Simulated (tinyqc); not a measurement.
# Thermal boundary conductance by the acoustic and diffuse mismatch models, step by step

A worked calculation. Computed by tinyqc, a small Python program that keeps every step. Command: `OMP_NUM_THREADS=1 python tinyqc.py 3015943 3015944 out.jsonl kapitza walk`. One thread of a shared host (Intel(R) Xeon(R) Processor @ 2.30GHz), about 0.01 s of CPU time with the checks. Intermediate numbers are printed to about 6 digits and carried at full precision; extremes and crossings named in words are read from the listed rows.

Each side has one longitudinal and two transverse Debye branches, omega = v q up to q_D = (6 pi^2 n)^(1/3), with n counting all atoms. Scattering at the interface is elastic. Electrons are left out of G, also for metals. Melting is ignored. G refers to the temperatures of the phonons sent towards the interface. Linear branches over all atoms overstate G at high T, most for crystals with several atoms a cell.

Inputs (values chosen for the exercise, modelled on tungsten (side 1) and gallium nitride (side 2)):
```
quantity                    value     unit
density rho_1                19.1   g/cm^3
longitudinal velocity vL_1   5110      m/s
transverse velocity vT_1     2910      m/s
atom density n_1               63   1/nm^3
conductivity kappa_1          165  W/(m K)
density rho_2                6.06   g/cm^3
longitudinal velocity vL_2   8110      m/s
transverse velocity vT_2     4180      m/s
atom density n_2             87.4   1/nm^3
conductivity kappa_2          198  W/(m K)
temperature T                 300        K
thickness d_1                1500       nm
thickness d_2                5100       nm
heat flux J                  0.97  kW/cm^2
```

Structure: film on a substrate.

Constants: hbar = 1.054571817e-34 J s; k_B = 1.380649e-23 J/K.

## Cut-off frequencies and impedances

omega_c = v q_D for each branch, given as hbar omega_c/k_B; impedance Z = rho v.

Branches:
```
branch     v (m/s)  cut-off (K)  Z (1e6 kg/(m^2 s))
L, side 1     5110       605.36             97.6010
T, side 1     2910       344.73             55.5810
L, side 2     8110      1071.52             49.1466
T, side 2     4180       552.28             25.3308
```

## Acoustic mismatch: transmission of each branch

No mode conversion. t(theta) = 4 Z_1 Z_2 cos(theta_1) cos(theta_2)/N^2, with N = Z_2 cos(theta_1) + Z_1 cos(theta_2) for L (the form for pressure waves) and N = Z_1 cos(theta_1) + Z_2 cos(theta_2) for both T branches (the form for shear waves polarised along the interface); sin(theta_2) = (v_2/v_1) sin(theta_1), and t = 0 beyond the critical angle arcsin(v_1/v_2); the mean over the incoming flux is alpha = 2 int t sin(theta_1) cos(theta_1) d theta_1 (64 Gauss-Legendre points).

Transmission:
```
branch  t at normal incidence  largest angle from side 1 (deg)  alpha, 1 to 2  alpha, 2 to 1
L                    0.890975                          39.0565       0.372214       0.937547
T                    0.860224                          44.1207       0.356879       0.736356
```

For L waves from side 1 the critical cone of 39 degrees bounds the transmission; the mean is 0.37 against 0.89 at normal incidence. For T waves from side 1 the critical cone of 44 degrees bounds the transmission; the mean is 0.36 against 0.86 at normal incidence.

## Diffuse mismatch: transmission at low frequency

A phonon forgets its side and branch: alpha(1 to 2) = S_2/(S_1 + S_2), S_i = 1/vL_i^2 + 2/vT_i^2.

S_1 = 2.74477e-07 s^2/m^2

S_2 = 1.29670e-07 s^2/m^2

diffuse alpha, 1 to 2 = 0.320849

## Boundary conductance

G = (k_B^4 T^3/(8 pi^2 hbar^3)) int W(x) x^4 e^x/(e^x - 1)^2 dx, x = hbar omega/(k_B T). Acoustic mismatch: W = sum over the three branches of alpha(1 to 2)/v_1^2, each up to the lower of its two cut-offs. Diffuse mismatch: W = S_1 S_2/(S_1 + S_2), where S_i sums 1/v^2 over the branches of side i still below their cut-off. Radiation limit: W = min(S_1, S_2). The integral is split at the four cut-offs (64 Gauss-Legendre points a piece, x at most 45). Boundary resistance R = 1/G and Kapitza length kappa_2/G use the diffuse value.

G, acoustic mismatch = 763.450 MW/(m^2 K)

G, diffuse mismatch = 903.000 MW/(m^2 K)

G, radiation limit = 1253.70 MW/(m^2 K)

boundary resistance R = 1.10742 m^2 K/GW

Kapitza length in side 2 = 219.269 nm

The diffuse value is 1.18 times the acoustic one and 72 % of the radiation limit. Diffuse scattering raises G here: it ignores the impedance mismatch and lets phonons change direction and branch. Caution: at this temperature short waves carry the heat; linear branches up to q_D overstate their velocity, and inelastic processes, left out here, grow with T.

## Conductance against temperature

The formulas are those given above.

G (MW/(m^2 K)):
```
T (K)  acoustic mismatch  diffuse mismatch  radiation limit
2             0.00803519        0.00718091        0.0105734
5               0.125550          0.112202         0.165209
10               1.00440          0.897614          1.32167
20               8.03422           7.18024          10.5723
40               60.7545           54.9754          80.7346
80               272.612           274.854          394.617
150              557.562           628.403          881.595
300              763.450           903.000          1253.70
600              837.577           1003.32          1388.99
1000             855.101           1027.08          1421.01
```

All three follow T^3 at the cold end (exponent 3.00 for the diffuse model) and flatten at high T (exponent 0.05 at the hot end); the lowest cut-off is 345 K. The ratio of diffuse to acoustic goes from 0.89 to 1.20. The plateau is set by the frequencies that both sides share.

## Temperature rise through the stack

In series: Delta T = J (d_1/kappa_1 + R + d_2/kappa_2), with bulk conductivities in the layers and one-dimensional flow.

temperature drops (K): film 0.0881818, interface 0.0107420, substrate 0.249848

total rise Delta T = 0.348772 K

interface share of film plus interface = 0.108588

The substrate takes the largest drop, 72 % of the total.

Checks made by the program: detailed balance alpha_12/v_1^2 = alpha_21/v_2^2 (relative difference below 1e-10); low-temperature limit G = pi^2 k_B^4 T^3 alpha S_1/(30 hbar^3) (relative difference below 1e-10).
